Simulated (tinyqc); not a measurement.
# Worked calculation: p-n diode with diffusion and depletion-layer recombination

Numbers from tinyqc (`OMP_NUM_THREADS=1 python tinyqc.py 2260126 2260127 out.jsonl`; about 0.01 s on one thread of a shared Intel Xeon 2.30GHz). Printed values are rounded.

Abrupt junction in the depletion approximation, low injection, full ionisation, neutral widths fixed, ohmic contact on the p side. Vj is the junction voltage; where a series resistance Rs is given, V = Vj + J Rs is the terminal voltage.

Values chosen for this exercise; band and dielectric values those of a made-up semiconductor:
```
symbol,value,unit,meaning
T,325,K,temperature
Eg,1.18,eV,band gap
eps_r,11.5,,relative permittivity
Nc,2.94e19,cm^-3,conduction-band density of states at T
Nv,3.21e19,cm^-3,valence-band density of states at T
Na,5.2e17,cm^-3,acceptor density
Nd,1.6e15,cm^-3,donor density
mun,470,cm^2/(V s),electron mobility in the p side
mup,630,cm^2/(V s),hole mobility in the n side
tn,2e-9,s,electron lifetime
tp,6e-6,s,hole lifetime
wp,0.49,um,neutral width of the p side
wn,18,um,neutral width of the n side
Sp,1e7,cm/s,recombination velocity at the n contact
Rs,0.002,ohm cm^2,series resistance
Et,0.12,eV,trap level above the intrinsic level
Vj,0.52,V,junction voltage at which recombination is evaluated
V,0.62,V,terminal voltage
```

Constants: q = 1.602176634e-19 C, kB = 1.380649e-23 J/K, Vt = kB T/q, eps0 = 8.8541878128e-14 F/cm where lengths are in cm. Results are converted to the units shown.

Range of the model: At the terminal voltage used the injected minority density exceeds a tenth of the lighter doping, so the low-injection formulas overstate the current.

## Diffusion lengths and saturation currents

ni = sqrt(Nc Nv) exp(-Eg/(2 Vt)), Eg in volts; D = mu Vt; Ln = sqrt(Dn tn), Lp = sqrt(Dp tp); J0n = q ni^2 Dn coth(wp/Ln)/(Ln Na); J0p = (q ni^2 Dp/(Lp Nd)) (s + tanh(wn/Lp))/(1 + s tanh(wn/Lp)), s = Sp Lp/Dp.

ni = 2.179166e10 cm^-3
Ln = 1.622527 um
Lp = 102.8902 um
J0n = 4.049253e-11 A/cm^2
J0p = 4.704113e-10 A/cm^2

wp/Ln = 0.30 and wn/Lp = 0.17; holes carry 92.1 % of the diffusion current.

## Recombination in the depleted layer

ni = sqrt(Nc Nv) exp(-Eg/(2 Vt)), Eg in volts. Vbi = Vt ln(Na Nd/ni^2), W = sqrt(2 eps0 eps_r (Vbi - Vj)(1/Na + 1/Nd)/q), xp = W Nd/(Na + Nd), xn = W Na/(Na + Nd); u(x) = q Na (x + xp)^2/(2 eps0 eps_r) for x < 0 and Vbi - Vj - q Nd (xn - x)^2/(2 eps0 eps_r) for x > 0; p = Na exp(-u/Vt), n = Nd exp((u - Vbi + Vj)/Vt); U = ni^2 (exp(Vj/Vt) - 1)/(tp (n + ni exp(Et/Vt)) + tn (p + ni exp(-Et/Vt))); J_scr = q times the integral of U from -xp to xn. Trapezoid rule on 13 equal steps.

W = 463.4565 nm

| point | x (nm) | u (V) | n (cm^-3) | p (cm^-3) | U (cm^-3 s^-1) |
|---|---|---|---|---|---|
| 0 | -1.4216 | 0.0000000 | 1.057359e11 | 5.2e17 | 5.235823e19 |
| 1 | 34.2289 | 0.0391674 | 4.281460e11 | 1.284204e17 | 2.044726e20 |
| 2 | 69.8794 | 0.0759645 | 1.592957e12 | 3.451611e16 | 6.242333e20 |
| 3 | 105.5299 | 0.1095618 | 5.286859e12 | 1.039988e16 | 8.866562e20 |
| 4 | 141.1804 | 0.1399593 | 1.565211e13 | 3.512796e15 | 4.979024e20 |
| 5 | 176.8309 | 0.1671571 | 4.133612e13 | 1.330136e15 | 2.113358e20 |
| 6 | 212.4814 | 0.1911552 | 9.737962e13 | 5.646220e14 | 9.242381e19 |
| 7 | 248.1319 | 0.2119535 | 2.046388e14 | 2.686816e14 | 4.441751e19 |
| 8 | 283.7824 | 0.2295521 | 3.836096e14 | 1.433298e14 | 2.378726e19 |
| 9 | 319.4329 | 0.2439510 | 6.414642e14 | 8.571434e13 | 1.424995e19 |
| 10 | 355.0834 | 0.2551501 | 9.568348e14 | 5.746308e13 | 9.561183e18 |
| 11 | 390.7339 | 0.2631494 | 1.273160e15 | 4.318598e13 | 7.188651e18 |
| 12 | 426.3844 | 0.2679490 | 1.511161e15 | 3.638439e13 | 6.057676e18 |
| 13 | 462.0349 | 0.2695489 | 1.6e15 | 3.436417e13 | 5.721665e18 |

J_scr = 0.001514395 A/cm^2

With 2000 steps J_scr = 0.001517 A/cm^2; the coarse value is 0.20 % below it. U is largest at x = 106 nm among these points; the peak lies where tp n = tn p. On the fine grid U peaks at 9.034e20 cm^-3 s^-1, and J_scr/(q U_max) is 22.6 % of W, the effective width of the recombining zone.

## Starting value

Vj = Vt ln(V/(Rs J0)), the value at which all of V would drop over Rs.

Vj at the start = 0.7598514 V

## Iteration 1: new Vj

J0 = J0n + J0p = 5.109039e-10 A/cm^2

Diffusion current alone: J = J0 (exp(Vj/Vt) - 1), g = Vj + J Rs - V, g' = 1 + Rs J0 exp(Vj/Vt)/Vt, Vj(new) = Vj - g/g'.

J = 310 A/cm^2
g = 0.7598514 V
g' = 23.13785
Vj after iteration 1 = 0.7270112 V

## Iteration 2: new Vj

As before.

J = 95.96405 A/cm^2
g = 0.2989393 V
g' = 7.853025
Vj after iteration 2 = 0.6889444 V

## Course of the iteration

Stop when the step is below 1e-10 V, or after 80 iterations.

Course of the iteration:

| iteration | Vj before the step (V) | step (V) |
|---|---|---|
| 1 | 0.7598514 | -0.0328 |
| 2 | 0.7270112 | -0.0381 |
| 3 | 0.6889444 | -0.0428 |
| 4 | 0.6461069 | -0.0266 |
| 5 | 0.6194756 | -3.14e-3 |
| 6 | 0.6163361 | -2.21e-5 |
| 7 | 0.6163140 | -1.01e-9 |
| 8 | 0.6163140 | 0 |

Converged in 8 iterations.
